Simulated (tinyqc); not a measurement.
From results back to parameters: parabolic quantum dot in a magnetic field (Fock-Darwin). Two cases, with inputs chosen for the exercise.

Problem. The two far-infrared modes of a parabolic dot are W +/- wc/2 with W = sqrt(w0^2 + wc^2/4) and hbar wc = 2 muB B/m. They were computed from hidden w0 and m.

Constants: muB = 5.788381798e-05 eV/T.

Find: hbar wc; m; hbar w0.

Method. Their difference is hbar wc and their product (hbar w0)^2.

Case 1.

Values chosen (out of a larger set: near those of a gate-defined dot in Si; not measured data): B = 3.82 T (magnetic field).

modes (meV): 3.26021  0.88645

Solution.

hbar wc = 2.374 meV
m = 0.1863 m0
hbar w0 = 1.70 meV

Case 2.

Values chosen (out of a larger set: near those of a gate-defined dot in InGaAs; not measured data): B = 1.3 T (magnetic field).

modes (meV): 5.64696  2.42431

Solution.

hbar wc = 3.223 meV
m = 0.0467 m0
hbar w0 = 3.70 meV

Computed by tinyqc, one run a case: `OMP_NUM_THREADS=1 python tinyqc.py N N+1 out.jsonl` with N = 1252498, 1252513; one thread of a shared Intel(R) Xeon(R) Processor @ 2.30GHz, about 0.06 s a run at most.
